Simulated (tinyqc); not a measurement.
Two-junction solar cell, detailed-balance limit: one step of the calculation.

The top cell takes all photons above E1, the bottom cell those between E2 and E1. Each cell follows J = Jsc - J0 (exp(V/Vt) - 1) with J0 = q ge Phi(gap, T)/ERE; light emitted by one cell and absorbed by the other is left out. In series both carry one current; wired apart (four terminals) each works at its own maximum power point. Efficiencies are counted against Pin = fs X sigma Ts^4.

Problem. The series curve. V1 = Vt ln((J1 - J)/J01 + 1), V2 = Vt ln((J2 - J)/J02 + 1), power J (V1 + V2).

Parameters, values chosen for the exercise:
```
symbol,value,unit,meaning
T,298,K,cell temperature
```

Constants: q = 1.602176634e-19 C, kB = 1.380649e-23 J/K, Vt = kB T/q. Results are converted to the units shown.

| point | J (mA/cm^2) |
|---|---|
| 0 | 0 |
| 1 | 5528 |
| 2 | 8845 |
| 3 | 9951 |
| 4 | 10390 |
| 5 | 10610 |
| 6 | 10840 |
| 7 | 11000 |

J1 = 16840.062 mA/cm^2
J2 = 11056.256 mA/cm^2
J01 = 1.9936935e-21 mA/cm^2
J02 = 1.8638981e-13 mA/cm^2

Find: V1; V2; power.

Solution.

| point | V1 (V) | V2 (V) | power (mW/cm^2) |
|---|---|---|---|
| 0 | 1.4739 | 0.99179 | 0 |
| 1 | 1.4637 | 0.97399 | 13475 |
| 2 | 1.4548 | 0.95046 | 21274 |
| 3 | 1.4510 | 0.93265 | 23719 |
| 4 | 1.4493 | 0.91966 | 24613 |
| 5 | 1.4484 | 0.90936 | 25016 |
| 6 | 1.4474 | 0.89076 | 25346 |
| 7 | 1.4467 | 0.85618 | 25332 |

Among these points the power is largest at J = 10840 mA/cm^2.

Numbers from tinyqc (`OMP_NUM_THREADS=1 python tinyqc.py 2820031 2820032 out.jsonl`; about 0.01 s on one thread of a shared Intel Xeon 2.30GHz).
